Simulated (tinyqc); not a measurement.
Fermi velocity from one capacitance.

Question. At zero temperature and without traps graphene has Cq = 2 q^3 phi/(pi hbar^2 vF^2), charge Cq phi/2, 1/C_G = 1/Cox + 1/Cq and Vg = phi + Cq phi/(2 Cox). Find Cq, phi, vF and n.

Constants: q = 1.602176634e-19 C, hbar = 1.054571817e-34 J s. Results are converted to the units shown.

Vg = 0.63474424 V
C_G = 0.68633889 uF/cm^2
Cox = 0.82217458 uF/cm^2

Answer. The series relation gives Cq, the voltage relation phi = Vg/(1 + Cq/(2 Cox)), and the formula for Cq then vF.

Cq = 4.15 uF/cm^2
phi = 0.180 V
vF = 1.01e6 m/s
n = 2.33e12 cm^-2

Computed by the program tinyqc: `OMP_NUM_THREADS=1 python tinyqc.py 2200041 2200042 out.jsonl`, one thread of a shared Intel Xeon 2.30GHz, about 0.01 s for the whole run.
